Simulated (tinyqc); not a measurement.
Finite-difference solution of the diffusion equation on a small grid: one step, computed by the program tinyqc.

dC/dt = D d2C/dx2 on nodes x_j = j dx, j = 0..11; the far end is sealed.

Problem. Amplification factors. The mode of M with eigenvalue mu has its amplitude multiplied per step by g = (1 + (1 - theta) r mu)/(1 - theta r mu), with theta = 0 explicit, 1 implicit, 1/2 Crank-Nicolson; the explicit scheme is stable for r up to 2/|mu_min|.

Boundary at x = 0: fixed surface value. Scheme: explicit.

operator M:
```
    0   1   2   3   4   5   6   7
0   0   0   0   0   0   0   0   0
1   1  -2   1   0   0   0   0   0
2   0   1  -2   1   0   0   0   0
3   0   0   1  -2   1   0   0   0
4   0   0   0   1  -2   1   0   0
5   0   0   0   0   1  -2   1   0
6   0   0   0   0   0   1  -2   1
7   0   0   0   0   0   0   1  -2
8   0   0   0   0   0   0   0   1
9   0   0   0   0   0   0   0   0
10  0   0   0   0   0   0   0   0
11  0   0   0   0   0   0   0   0

     8   9  10  11
0    0   0   0   0
1    0   0   0   0
2    0   0   0   0
3    0   0   0   0
4    0   0   0   0
5    0   0   0   0
6    0   0   0   0
7    1   0   0   0
8   -2   1   0   0
9    1  -2   1   0
10   0   1  -2   1
11   0   0   2  -2
```

mesh ratio r = 0.2904

Give: eigenvalues mu of M; factors g; largest stable r of the explicit scheme.

Solution.

eigenvalues mu of M: -3.980  -3.819  -3.511  -3.081  -2.563  -2.000  -1.437  -0.919  -0.489  -0.181  -0.020  0.000

factors g: -0.156  -0.109  -0.020  0.105  0.256  0.419  0.583  0.733  0.858  0.948  0.994  1.000

largest stable r of the explicit scheme = 0.5026

The smallest factor is -0.156: the shortest waves flip sign at each step while they decay.
